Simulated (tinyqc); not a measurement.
Buckled dimers of a reconstructed (001) surface, two dangling bonds a dimer: one step. An isolated dimer. Five cases, with inputs chosen for the exercise.

Problem. For ta = tx = 0, W = -2 sqrt(tp^2 + (gm z)^2) + kf z^2. It buckles if gm^2/kf > tp; then sqrt(tp^2 + (gm z)^2) = gm^2/kf, the gap is twice that, and the gain is (gm^2/kf - tp)^2 kf/gm^2.

Case 1.

Values chosen (out of a larger set: of the size met on Si(001); not measured data): tp = 0.31 eV (pi coupling inside a dimer); gm = 2.26 eV/angstrom (shift of a dangling bond with height); kf = 7.9 eV/angstrom^2 (force constant of buckling).

Case 2.

Values chosen (out of a larger set: of the size met on Si(001); not measured data): tp = 0.33 eV (pi coupling inside a dimer); gm = 1.7 eV/angstrom (shift of a dangling bond with height); kf = 5.1 eV/angstrom^2 (force constant of buckling).

Case 3.

Values chosen (out of a larger set: of the size met on diamond (001); not measured data): tp = 1.04 eV (pi coupling inside a dimer); gm = 1.9 eV/angstrom (shift of a dangling bond with height); kf = 4.8 eV/angstrom^2 (force constant of buckling).

Case 4.

Values chosen (out of a larger set: of the size met on Si(001); not measured data): tp = 0.24 eV (pi coupling inside a dimer); gm = 2.02 eV/angstrom (shift of a dangling bond with height); kf = 7.2 eV/angstrom^2 (force constant of buckling).

Case 5.

Values chosen (out of a larger set: of the size met on Si(001); not measured data): tp = 0.27 eV (pi coupling inside a dimer); gm = 2.07 eV/angstrom (shift of a dangling bond with height); kf = 8.5 eV/angstrom^2 (force constant of buckling).

Give: gm^2/kf; buckling z; gap; gain.

Solution.

Case 1.

gm^2/kf = 0.6465 eV
buckling z = 0.2510 angstrom
gap = 1.2931 eV
gain = 0.1752 eV

The pi bond is too weak to resist: the dimer tilts and charge moves to the up atom.

Case 2.

gm^2/kf = 0.5667 eV
buckling z = 0.2710 angstrom
gap = 1.1333 eV
gain = 0.0988 eV

The pi bond is too weak to resist: the dimer tilts and charge moves to the up atom.

Case 3.

gm^2/kf = 0.7521 eV
buckling z = 0.0000 angstrom
gap = 2.0800 eV
gain = 0.0000 eV

The pi bond is strong enough to keep the dimer flat.

Case 4.

gm^2/kf = 0.5667 eV
buckling z = 0.2542 angstrom
gap = 1.1334 eV
gain = 0.1884 eV

The pi bond is too weak to resist: the dimer tilts and charge moves to the up atom.

Case 5.

gm^2/kf = 0.5041 eV
buckling z = 0.2057 angstrom
gap = 1.0082 eV
gain = 0.1087 eV

The pi bond is too weak to resist: the dimer tilts and charge moves to the up atom.

Computed by tinyqc, one run a case: `OMP_NUM_THREADS=1 python tinyqc.py N N+1 out.jsonl` with N = 1481549, 1481746, 1482032, 1482046, 1482066; one thread of a shared Intel(R) Xeon(R) Processor @ 2.30GHz, about 0.05 s a run at most.
